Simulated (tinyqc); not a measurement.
Worked calculation: thermal stress, cracking, delamination and buckling of a thin film; Griffith cracks and misfitting inclusions. Computed by tinyqc, a small Python program that keeps every step. Command: `OMP_NUM_THREADS=1 python tinyqc.py 3020545 3020546 out.jsonl filmcrack walk`. One thread of a shared host (Intel(R) Xeon(R) Processor @ 2.30GHz), about 0.01 s of CPU time with the checks. Intermediate numbers are printed to about 5 digits and carried at full precision; extremes and crossings named in words are read from the listed rows.

Isotropic linear elasticity; the substrate is much thicker than the film; stress is positive in tension.

Inputs (values chosen for the exercise, for a model film):
```
quantity                          value        unit
film Young's modulus E              357         GPa
film Poisson ratio nu               0.2           -
film expansion alpha_f             7.01      1e-6/K
substrate expansion alpha_s         3.4      1e-6/K
deposition temperature T_d          550           K
final temperature T                 300           K
intrinsic stress                    620         MPa
film thickness h                  0.063  micrometre
film toughness Gamma_f             7.41       J/m^2
interface toughness Gamma_i         7.5       J/m^2
substrate Young's modulus E_s       162         GPa
substrate Poisson ratio nu_s       0.25           -
flaw half length a                  1.6  micrometre
substrate surface energy gamma_s    1.9       J/m^2
inclusion radius R                0.069  micrometre
```

Inclusion: sphere.

## Stress in the film

Thermal strain = (alpha_f - alpha_s)(T_d - T); stress = E/(1 - nu) x strain + intrinsic stress; plane-strain modulus Ebar = E/(1 - nu^2); G0 = stress^2 h/(2 Ebar) is the energy freed per area when a long strip loses its stress across its width.

thermal strain = 9.0250e-04

film stress = 1022.7 MPa

Ebar = 371.875 GPa

G0 = 0.088602 J/m^2

The film ends in tension; the thermal part is 403 MPa.

## Elastic mismatch

Dundurs alpha = (Ebar - Ebar_s)/(Ebar + Ebar_s), with Ebar_s = E_s/(1 - nu_s^2). The channel-crack factor is taken as g = 1.258 (1 - alpha)^(-0.7), a rough interpolation chosen for the exercise (1.258 is the value for matched materials).

Dundurs alpha = 0.36549

factor g = 1.7297

A stiff film on a softer substrate opens wider and cracks more easily.

## Channel cracks and edge delamination

Channel crack through the film: G = pi g G0, critical thickness where G = Gamma_f. Steady delamination from an edge: G = G0, critical thickness where G = Gamma_i.

driving force for channelling = 0.48147 J/m^2

critical thickness for channelling = 0.96959 micrometre

critical thickness for delamination = 5.3328 micrometre

As the film thickens, channel cracking comes first. At h the film is safe against both.

## Griffith crack in the substrate

Through crack of length 2a in plane strain: K_Ic = sqrt(2 gamma_s E_s/(1 - nu_s^2)); fracture stress = K_Ic/sqrt(pi a). An edge crack of depth a has K larger by 1.1215.

toughness K_Ic = 0.81033 MPa m^0.5

fracture stress, inner crack = 361.43 MPa

fracture stress, edge crack = 322.28 MPa

The inner crack lowers the strength to 2.2 % of the ideal E_s/10.

## A misfitting inclusion

Film material fills a sphere of radius R in the substrate, with the misfit e = thermal strain (it wants to shrink if e > 0). Radial stress at the wall s0 = e/[(1 - 2 nu)/E + (1 + nu_s)/(2 E_s)]; inside it is uniform and hydrostatic; outside s_rr = s0 (R/r)^3, s_tt = -s_rr/2. Keep-out radius: where |s_rr| falls to 10 MPa (R if it is lower at the wall).

radial stress at the wall s0 = 162.94 MPa

mean stress inside = 162.94 MPa

keep-out radius = 0.17493 micrometre

The stress does not depend on R; its reach scales with R. Hydrostatic tension inside drives voids to form.

## Film, cylinder and sphere at the same misfit

Thermal misfit e alone, mean stress = trace/3 and largest difference of principal stresses inside. Film: E e/(1 - nu) in two directions, 0 in the third. Cylinder: s0 = (1 + nu) e/[(1 + nu)(1 - 2 nu)/E + (1 + nu_s)/E_s] twice and s_zz = E e + 2 nu s0. Sphere: e/[(1 - 2 nu)/E + (1 + nu_s)/(2 E_s)] three times.

Stresses inside (MPa):
```
shape         s1      s2      s3    mean  largest difference
film      402.74  402.74    0.00  268.49              402.74
cylinder  111.27  111.27  366.70  196.42              255.43
sphere    162.94  162.94  162.94  162.94                0.00
```

The mean stress in size is 268 MPa in the film, 196 in the cylinder and 163 in the sphere, while the largest difference, twice the largest shear stress, goes from 403 through 255 to 0. In a ductile solid shear can relax by slip and hydrostatic stress cannot.

Checks made by the program: fracture stress against the maximum of 4 a gamma - pi a^2 s^2/Ebar (relative difference 2e-09).
